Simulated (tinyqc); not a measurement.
Gate work function from the charge.

Problem. For an undoped double gate, Q = 8 eps0 eps_r Vt beta tan(beta)/ts with 0 < beta < pi/2, and at the source (Vg - dphi)/(2 Vt) - ln[(2/ts) sqrt(2 eps0 eps_r Vt/(q ni))] = ln(beta) - ln(cos beta) + 2 r beta tan(beta), r = eps_r tox/(eox ts). Find beta and dphi.

Inputs (values chosen for the exercise); material values close to those of silicon:

| symbol | value | unit | meaning |
|---|---|---|---|
| T | 400 | K | temperature |
| eps_r | 11.6 |  | relative permittivity of the semiconductor |
| eox | 25.7 |  | relative permittivity of the gate insulator |
| tox | 5.9 | nm | insulator thickness |
| ts | 15 | nm | body thickness |
| Vg | 0.57 | V | gate voltage |

Constants: q = 1.602176634e-19 C, kB = 1.380649e-23 J/K, Vt = kB T/q, eps0 = 8.8541878128e-14 F/cm where lengths are in cm. Results are converted to the units shown.

Qs = 32.282191 nC/cm^2
ni = 2.7603165e12 cm^-3

Answer. beta tan(beta) rises from 0 without bound on the interval, so the charge fixes beta; the second relation is then explicit in dphi.

beta = 0.402
dphi = 0.190 V

Computed by the program tinyqc: `OMP_NUM_THREADS=1 python tinyqc.py 2440161 2440162 out.jsonl`, one thread of a shared Intel Xeon 2.30GHz, about 0.03 s for the whole run.
